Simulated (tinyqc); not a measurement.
Pull-up strength from the switching point.

Inverse problem. Transistor (EKV form, voltages against the body): I = 2 n b Vt^2 [F(vp - Vs) - F(vp - Vd)] from drain to source, F(v) = ln^2(1 + exp(v/(2 Vt))), vp = (Vg - VT + sg |Vd - Vs|)/n. n-channel bodies are at 0; for the p-channel device all voltages are counted down from Vdd. b in uA/V^2 gives I in uA. In an inverter In(Vg = Vd = VM) equals Ip at the switching point VM. Find bp and the current there.

Values chosen for this exercise: temperature T = 273 K; supply voltage Vdd = 1.2 V; slope factor n = 1.21; drain-induced barrier lowering sg = 0.074; n-channel threshold VTn = 0.41 V; p-channel threshold (magnitude) VTp = 0.3 V; gain factor of the pull-down transistor bn = 730 uA/V^2.

Constants: q = 1.602176634e-19 C, kB = 1.380649e-23 J/K, Vt = kB T/q. Results are converted to the units shown.

VM = 0.571839981 V

Solution. Ip is proportional to bp, so bp is In(VM) over the p-channel current for unit b.

bp = 220 uA/V^2
current at VM = 12.8 uA

Numbers from tinyqc (`OMP_NUM_THREADS=1 python tinyqc.py 2340048 2340049 out.jsonl`; about 0.03 s on one thread of a shared Intel Xeon 2.30GHz).
